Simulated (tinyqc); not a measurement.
# Worked calculation: hole mobility in a silicon inversion layer, empirical terms and Matthiessen rule

tinyqc, about 0.01 s, one thread, Intel Xeon 2.30GHz (shared host): `OMP_NUM_THREADS=1 python tinyqc.py 2510133 2510134 out.jsonl` Printed values are rounded.

Inversion layer of sheet density Ns on a uniformly doped body. The mobility terms are empirical power laws with prefactors chosen for the exercise; adding their inverses (Matthiessen) is itself an approximation.

Inputs (values chosen for the exercise); material values close to those of silicon: temperature T = 350 K; band gap Eg = 1.14 eV; relative permittivity of the semiconductor eps_r = 11.7; conduction-band density of states at T Nc = 3.5e19 cm^-3; valence-band density of states at T Nv = 3.4e19 cm^-3; body doping Nb = 1.4e18 cm^-3; reverse body bias Vsb = 0.6 V; weight of the inversion charge in the effective field eta = 0.3333; gate capacitance Cox = 0.59 uF/cm^2; phonon-limited mobility at 1 MV/cm and 300 K Ap = 115 cm^2/(V s); roughness-limited mobility at 1 MV/cm As = 366 cm^2/(V s); exponent of the roughness term gs = 1; Coulomb prefactor Ac = 2100 cm^2/(V s); charge at the interface Nit = 3.4e11 cm^-2; inversion density Ns = 2.1e12 cm^-2; ratio W/L WL = 1; drain voltage Vd = 0.02 V; measured linear current I = 0.395 uA.

Constants: q = 1.602176634e-19 C, kB = 1.380649e-23 J/K, Vt = kB T/q, eps0 = 8.8541878128e-14 F/cm where lengths are in cm. Results are converted to the units shown.

## Depletion charge and effective field

ni = sqrt(Nc Nv) exp(-Eg/(2 Vt)), Eg in volts; Ndep = sqrt(2 eps0 eps_r Nb (2 Vt ln(Nb/ni) + Vsb)/q); E = q (Ndep + eta Ns)/(eps0 eps_r), in MV/cm.

ni = 2.13863e11 cm^-3
Ndep = 5.29170e12 cm^-2
E = 0.926661 MV/cm

The depletion charge gives 88.3 % of the field.

## Mobility terms and their sum

With t = T/(300 K): muC = Ac (Ns/1e12 cm^-2) t/(Nb/1e17 cm^-3 + Nit/1e11 cm^-2), muP = Ap E^(-1/3) t^(-1.75), muS = As E^(-gs); 1/mu is the sum of the inverses.

terms (cm^2/(V s)): Coulomb 295.690, phonon 90.0673, roughness 394.967
mu = 58.7662 cm^2/(V s)
shares of 1/mu (%): Coulomb 19.8743, phonon 65.2469, roughness 14.8788

The phonon term limits most.

## Iteration 1: inversion density for the measured current

Ns at the start = 1e12 cm^-2

I = (W/L) q Ns mu Vd. E = q (Ndep + eta Ns)/(eps0 eps_r) in MV/cm. With t = T/(300 K): muC = Ac (Ns/1e12 cm^-2) t/(Nb/1e17 cm^-3 + Nit/1e11 cm^-2), muP = Ap E^(-1/3) t^(-1.75), muS = As E^(-gs); 1/mu is the sum of the inverses. Ns(new) = I/((W/L) q mu Vd).

E = 0.869958 MV/cm
mu = 49.1388 cm^2/(V s)
Ns after iteration 1 = 2.50861e12 cm^-2

## Iteration 2: inversion density for the measured current

As before.

E = 0.947724 MV/cm
mu = 60.2164 cm^2/(V s)
Ns after iteration 2 = 2.04711e12 cm^-2

## Course of the iteration: inversion density for the measured current

Stop when Ns changes by less than 1e5 cm^-2, or after 120 iterations.

Course of the iteration:
```
iteration  Ns (cm^-2)  |change| (cm^-2)
1          2.50861e12           1.51e12
2          2.04711e12           4.61e11
3          2.10614e12           5.90e10
4          2.09668e12            9.46e9
5          2.09815e12            1.47e9
6          2.09792e12            2.30e8
7          2.09796e12            3.59e7
8          2.09795e12            5.61e6
9          2.09795e12            8.76e5
10         2.09795e12            1.37e5
11         2.09795e12            2.14e4
```

Converged in 11 iterations. At the end each change is about 0.16 times the one before, with alternating sign: linear convergence.

## Split C-V extraction

```
point  Vg (V)  Cgc (uF/cm^2)       I (uA)
0         0.2     2.08989e-5  8.45011e-12
1         0.3     4.25460e-4   3.50401e-9
2         0.4     0.00854805   1.42977e-6
3         0.5       0.135977   4.36800e-4
4         0.6       0.506916    0.0180018
5         0.7       0.585291    0.0752368
6         0.8       0.589767     0.148574
7         0.9       0.589989     0.226911
8           1       0.589999     0.306912
9         1.1       0.590000     0.387215
10        1.2       0.590000     0.467160
11        1.3       0.590000     0.546406
12        1.4           0.59     0.624764
```

Q(Vg) is the trapezoid sum of Cgc from the first point (where Q is taken as 0); mu_eff = I/((W/L) Q Vd); mu_FE = (dI/dVg)/((W/L) Cox Vd) with a backward difference. Listed from point 4 on.

```
point  Q (uC/cm^2)  mu_eff (cm^2/(V s))  mu_FE (cm^2/(V s))
4        0.0398419              22.5915             14.8856
5        0.0944523              39.8280             48.5043
6         0.153205              48.4886             62.1502
7         0.212193              53.4680             66.3870
8         0.271192              56.5857             67.7979
9         0.330192              58.6347             68.0529
10        0.389192              60.0166             67.7506
11        0.448192              60.9566             67.1571
12        0.507192              61.5904             66.4053
```

At the last point mu_FE is 7.8 % above mu_eff.
